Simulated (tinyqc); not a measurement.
Inside a calculation. Method: coupled-perturbed Hartree-Fock on RHF in the sto-3g basis, for H3+, spin multiplicity 1. One step of it, computed by the program tinyqc.

Question. Response to a field: uncoupled start. Field along z; U_ai = -mu_ai / (e_a - e_i), alpha = -4 sum U_ai mu_ai.

orbital energies (hartree): MO1 -1.201140, MO2 -0.066859, MO3 0.006326

dipole integrals <a|z|i> (bohr):
```
           i1
a2  -0.003223
a3  -0.901915
```

Give: uncoupled U; uncoupled polarisability.

Answer.

uncoupled U:
```
       i1
a2  0.003
a3  0.747
```

uncoupled polarisability = 2.695 bohr^3
